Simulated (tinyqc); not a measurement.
## Doping and barrier from two capacitances

Question. A Schottky diode on a uniformly doped n-type layer obeys (A/C)^2 = 2 (Vbi - V - Vt)/(q eps0 eps_r Nd) in reverse bias, with phiB = Vbi + Vt ln(Nc/Nd) and image force ignored. Find Nd, Vbi and phiB.

Inputs (values chosen for the exercise); band and dielectric values close to those of silicon: temperature T = 273 K; relative permittivity eps_r = 11.6; conduction-band density of states at T Nc = 2.4e19 cm^-3; diode area A = 0.0037 cm^2.

Constants: q = 1.602176634e-19 C, kB = 1.380649e-23 J/K, Vt = kB T/q, eps0 = 8.8541878128e-14 F/cm where lengths are in cm. Results are converted to the units shown.

C at V = -0.4 and -7.8 V (pF): [221.97057, 77.547858]

Solution. The slope of (A/C)^2 against -V gives Nd, the intercept Vbi - Vt, and the Fermi-level depth Vt ln(Nc/Nd) is added for the barrier.

Nd = 4.500e16 cm^-3
Vbi = 0.6523 V
phiB = 0.8000 eV

Numbers from tinyqc (`OMP_NUM_THREADS=1 python tinyqc.py 2020071 2020072 out.jsonl`; about 0.03 s on one thread of a shared Intel Xeon 2.30GHz).
